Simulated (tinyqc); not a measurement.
Finite square well with mass mismatch (envelope functions), step by step. Values are carried at full precision from step to step, so a last printed digit may differ when a step is redone from the rounded ones.

A square well of width L and depth V0, mass mw inside and mb outside, energies from the bottom of the well, c = hbar^2/2m0. k = sqrt(mw E/c), kappa = sqrt(mb (V0 - E)/c). psi and psi'/m are continuous at the walls (BenDaniel-Duke), so level n solves k L + 2 atan[(k/mw)/(kappa/mb)] = n pi.

Constants: hbar^2/2m0 = 3.80998211 eV angstrom^2.

Parameters, chosen for this exercise (near those of a non-polar GaN well in AlGaN; not measured data): L = 74 angstrom (well width); V0 = 0.54 eV (barrier height); mw = 0.199 m0 (mass in the well); mb = 0.243 m0 (mass in the barrier); alpha_w = 0.19 1/eV (non-parabolicity in the well); alpha_b = 0.43 1/eV (non-parabolicity in the barrier).

## How many levels are bound

At E = V0 the arctangent equals pi/2, so level n is bound if k0 L > (n - 1) pi with k0 = sqrt(mw V0/c). Compare with the infinitely deep well, E1(hard) = c (pi/L)^2/mw.

k0 = 0.16794 1/angstrom
k0 L/pi = 3.9559
number of bound levels = 4
E1(hard) = 0.0345 eV

The count does not depend on mb. One more level binds at L = 74.8 angstrom.

## The lowest level by bisection

f(E) = k L + 2 atan[(k/mw)/(kappa/mb)] - pi rises with E. Twelve halvings of [0, V0]: keep the half in which f changes sign.

Bisection:

| step | low (eV) | high (eV) | midpoint (eV) | k | kappa | f |
|---|---|---|---|---|---|---|
| 1 | 0.00000 | 0.54000 | 0.27000 | 0.11875 | 0.13123 | 7.3167 |
| 2 | 0.00000 | 0.27000 | 0.13500 | 0.08397 | 0.16072 | 4.2081 |
| 3 | 0.00000 | 0.13500 | 0.06750 | 0.05938 | 0.17360 | 2.0436 |
| 4 | 0.00000 | 0.06750 | 0.03375 | 0.04199 | 0.17969 | 0.5212 |
| 5 | 0.00000 | 0.03375 | 0.01688 | 0.02969 | 0.18266 | -0.5528 |
| 6 | 0.01688 | 0.03375 | 0.02531 | 0.03636 | 0.18118 | 0.0297 |
| 7 | 0.01688 | 0.02531 | 0.02109 | 0.03319 | 0.18192 | -0.2469 |
| 8 | 0.02109 | 0.02531 | 0.02320 | 0.03481 | 0.18155 | -0.1054 |
| 9 | 0.02320 | 0.02531 | 0.02426 | 0.03560 | 0.18137 | -0.0371 |
| 10 | 0.02426 | 0.02531 | 0.02479 | 0.03598 | 0.18127 | -0.0035 |
| 11 | 0.02479 | 0.02531 | 0.02505 | 0.03617 | 0.18123 | 0.0132 |
| 12 | 0.02479 | 0.02505 | 0.02492 | 0.03608 | 0.18125 | 0.0048 |

After twelve halvings the bracket is V0/4096 = 0.132 meV wide.

## Bound levels

Solve the condition for each n (six at most). With A = cos(kL/2) for even and sin(kL/2) for odd levels, the probability in the barriers is Pb = (A^2/kappa)/(A^2/kappa + L/2 +/- sin(kL)/(2k)), + for even.

Levels:

| n | parity | E (eV) | k (1/angstrom) | kappa (1/angstrom) | Pb |
|---|---|---|---|---|---|
| 1 | even | 0.0248 | 0.03602 | 0.18126 | 0.0070 |
| 2 | odd | 0.0989 | 0.07188 | 0.16773 | 0.0291 |
| 3 | even | 0.2204 | 0.10729 | 0.14277 | 0.0714 |
| 4 | odd | 0.3835 | 0.14153 | 0.09991 | 0.1577 |

The lowest level lies at 72 % of the infinite-well value and decays into the barrier over 1/kappa = 5.5 angstrom.

## Mass in the plane and density of states

To first order in the in-plane energy, 1/m_par = (1 - Pb)/mw + Pb/mb for each subband. Each adds a step D = m_par/(2 pi c) to the density of states per area (spin included, one valley); 1/angstrom^2 = 1e16/cm^2.

Subbands:

| n | m_par (m0) | D (1e13/(eV cm^2)) |
|---|---|---|
| 1 | 0.1993 | 8.323 |
| 2 | 0.2001 | 8.357 |
| 3 | 0.2016 | 8.422 |
| 4 | 0.2049 | 8.557 |

## Levels with energy-dependent masses

Non-parabolic bands: mw is replaced by mw (1 + alpha_w E) and mb by mb (1 - alpha_b (V0 - E)), in k, kappa and the matching condition alike.

Solve the same condition with the energy-dependent masses, and list the shift from the parabolic levels that exist in both.

Levels:

| n | E (eV) | mass inside | mass outside | shift (meV) |
|---|---|---|---|---|
| 1 | 0.0256 | 0.2000 | 0.1893 | 0.8 |
| 2 | 0.1002 | 0.2028 | 0.1970 | 1.3 |
| 3 | 0.2173 | 0.2072 | 0.2093 | -3.1 |
| 4 | 0.3673 | 0.2129 | 0.2250 | -16.2 |
| 5 | 0.5264 | 0.2189 | 0.2416 | - |

Level 1 moves by +0.8 meV and level 4 by -16.2 meV. The lighter mass deep in the barrier hardens the wall for low levels; the heavier mass in the well wins higher up. The heavier mass inside raises k at E = V0, which binds further levels (1 of them among the six at most that are listed).

## Checks

- Lowest level by finite differences (200 cells across the well) against the matching condition, eV: both 0.0248.

Program tinyqc; command `OMP_NUM_THREADS=1 python tinyqc.py 1282636 1282637 out.jsonl`; about 0.01 s on one thread of a shared Intel(R) Xeon(R) Processor @ 2.30GHz.
